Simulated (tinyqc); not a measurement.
# MOS capacitor on an n-type substrate, surface potential from the exact charge relation: Capacitance-voltage curves

Uniform n-type substrate, Boltzmann statistics, full ionisation, classical densities. psi is the surface potential against the body (positive when the bands bend down) and u = -psi/Vt. Traps are spread evenly over the gap and neutral at flat band, so their charge is -q Dit psi; the minority quasi-Fermi level is shifted by Vb.

ni = sqrt(Nc Nv) exp(-Eg/(2 Vt)), Eg in volts; phiF = Vt ln(N/ni); Cox = eps0 eox/tox; Vfb = phiM - chi - Vt ln(Nc/N) - q Nf/Cox; Q0 = sqrt(2 eps0 eps_r q N Vt); r = (ni/N)^2 exp(-Vb/Vt); VT = Vfb - [(2 phiF + Vb)(1 + q Dit/Cox) + sqrt(2 eps0 eps_r q N (2 phiF + Vb))/Cox]. u = -psi/Vt; F^2 = exp(-u) + u - 1 + r (exp(u) - u - 1); Qs = +sign(u) Q0 F; Cs = -dQs/dpsi = (Q0/Vt) |1 - exp(-u) + r (exp(u) - 1)|/(2 F). psi solves Vg = Vfb + psi + (q Dit psi - Qs)/Cox. Low frequency: 1/C_LF = 1/Cox + 1/(Cs + q Dit). High frequency, in the simple estimate in which traps and minority carriers do not follow: 1/C_HF = 1/Cox + 1/Cd, Cd being Cs with r = 0 at the same psi. Deep depletion: r = 0 and Dit = 0 both in the equation for psi and in Cs. Minority sheet density N_inv = (Q0/(2 q)) int_0^u r (exp(t) - 1)/F(t) dt for u > 0. N_inv under 1 cm^-2 is printed as 0. Regimes: accumulation when majority carriers gather, then depletion up to |psi| = phiF + Vb, weak inversion up to 2 phiF + Vb, strong inversion beyond.

Values chosen for this exercise; band and dielectric values those of a made-up semiconductor:
```
symbol    value         unit                                                                 meaning
T           293            K                                                             temperature
Eg        0.756           eV                                                                band gap
eps_r      16.3                                                                relative permittivity
Nc      1.86e17        cm^-3                                  conduction-band density of states at T
Nv      8.15e18        cm^-3                                     valence-band density of states at T
chi        5.66           eV                                                       electron affinity
N        2.7e16        cm^-3                                          donor density of the substrate
eox        25.2               relative permittivity of the gate insulator (close to zirconium oxide)
tox          16           nm                                                     insulator thickness
phiM        6.3           eV                                                      gate work function
Nf       4.1e11        cm^-2                            fixed charge at the interface, in units of q
Dit           0  cm^-2 eV^-1                                              density of interface traps
Vb            0            V                    reverse bias of the inversion layer against the body
```

Constants: q = 1.602176634e-19 C, kB = 1.380649e-23 J/K, Vt = kB T/q, eps0 = 8.8541878128e-14 F/cm where lengths are in cm. Results are converted to the units shown.

Result of one run:
```
Vg (V)   psi (V)  C_LF/Cox  C_HF/Cox  C_deep/Cox  N_inv (cm^-2)          regime
-0.06   -0.54566  0.076109  0.052615    0.052584       6.2402e9  weak inversion
```

What becomes of these results when the gate voltage against the body Vg is changed from -0.06 to 0.84 V, all else the same?

Result of the changed run:
```
Vg (V)  psi (V)  C_LF/Cox  C_HF/Cox  C_deep/Cox  N_inv (cm^-2)        regime
0.84    0.13040   0.77149   0.77149     0.77149              0  accumulation
```

The whole series:
```
Vg (V)   psi (V)  C_LF/Cox  C_HF/Cox  C_deep/Cox  N_inv (cm^-2)            regime
1.28     0.18990   0.91565   0.91565     0.91565              0      accumulation
1.06     0.16737   0.87440   0.87440     0.87440              0      accumulation
0.84     0.13040   0.77149   0.77149     0.77149              0      accumulation
0.61    0.043935   0.40784   0.40784     0.40784              0      accumulation
0.39    -0.12841   0.11022   0.11022     0.11022         1049.4         depletion
0.16    -0.33926  0.066734  0.066726    0.066726       2.3218e6    weak inversion
-0.06   -0.54566  0.076109  0.052615    0.052584       6.2402e9    weak inversion
-0.28   -0.67996   0.69703  0.047179    0.044779      7.0198e11  strong inversion
-0.51   -0.72610   0.86178  0.045672    0.039467      2.2962e12  strong inversion
-0.73   -0.75037   0.91074  0.044935    0.035827      3.9982e12  strong inversion
-0.96   -0.76778   0.93531  0.044429    0.032927      5.8477e12  strong inversion
-1.18   -0.78039   0.94896  0.044073    0.030723      7.6524e12  strong inversion
```

C_LF/Cox is lowest, 0.0667, at Vg = 0.16 V (weak inversion) among the rows listed and is 0.949 in the last row, where C_HF/Cox is 0.0441 and the deep-depletion value 0.0307. Vfb = 0.544 V, where C_HF/Cox = 0.263 (Cox in series with eps0 eps_r/LD), and VT = -0.0791 V. Over the last two rows psi moves by only 0.057 V a volt of gate bias, since the inversion charge screens the body. In strong accumulation and inversion degeneracy and confinement, left out here, lower the capacitance.

tinyqc, about 0.01 s, one thread, Intel Xeon 2.30GHz (shared host): `OMP_NUM_THREADS=1 python tinyqc.py 2060079 2060080 out.jsonl`
